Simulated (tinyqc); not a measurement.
## Insulator thickness and V0 from two charges

Problem. In an undoped wire Vg - V0 = Q/Cox + Vt ln(Q/Q0) + Vt ln(1 + Q/Q0) at the source, with Q0 = 4 eps0 eps_r Vt/R and Cox = eps0 eox/(R ln(1 + tox/R)). Find Cox, tox and V0.

Values chosen for this exercise; material values close to those of silicon: temperature T = 300 K; relative permittivity of the semiconductor eps_r = 11.6; relative permittivity of the gate insulator eox = 8.62; wire radius R = 6 nm.

Constants: q = 1.602176634e-19 C, kB = 1.380649e-23 J/K, Vt = kB T/q, eps0 = 8.8541878128e-14 F/cm where lengths are in cm. Results are converted to the units shown.

Qs at Vg = 0.95 and 1.35 V (nC/cm^2): [647.50087, 1653.7438]

Solution. The two equations are linear in 1/Cox and V0; tox follows by inverting the logarithm.

Cox = 2.833 uF/cm^2
tox = 3.400 nm
V0 = 0.6482 V

Computed by the program tinyqc: `OMP_NUM_THREADS=1 python tinyqc.py 2460111 2460112 out.jsonl`, one thread of a shared Intel Xeon 2.30GHz, about 0.04 s for the whole run.
